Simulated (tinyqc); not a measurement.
Solubility, supersaturation, precipitation and gettering of an impurity in a silicon-like host: one step, computed by the program tinyqc.

The wafer was saturated at T1 and is then held at T.

Problem. Growing precipitates. Growing sinks: with y = r/r_f and y0 = r0/r_f, dy/dt = (1 - y^3)/(3 tau_f y), which integrates to t/tau_f = F(y) - F(y0), F(y) = (1/2) ln[(1 + y + y^2)/(1 - y)^2] - sqrt(3) arctan[(2y + 1)/sqrt(3)]; the share of the excess left is (1 - y^3)/(1 - y0^3), and C(t) = C_eq + (C0 - C_eq) x share.

Inputs (values chosen for the exercise, modelled on copper in silicon):
```
quantity                      value  unit
temperature of saturation T1   1300     K
anneal temperature T            807     K
initial sink radius r0           93    nm
anneal time t                   2.5     s
```

final radius r_f = 174.2698 nm

tau_f = 0.2179684 s

C_eq(T) = 4.021991e+14 1/cm^3

C0 = 1.218653e+18 1/cm^3

Give: radius at t; share of the excess left; C(t) with growing sinks.

Solution.

radius at t = 174.3 nm

share of the excess left = 1.638e-05

C(t) with growing sinks = 4.222e+14 1/cm^3

100.0 % of the excess has precipitated. Caution: the barrier to homogeneous nucleation is below 35 k_B T for these inputs, so new precipitates would form and outnumber the fixed sinks assumed here.
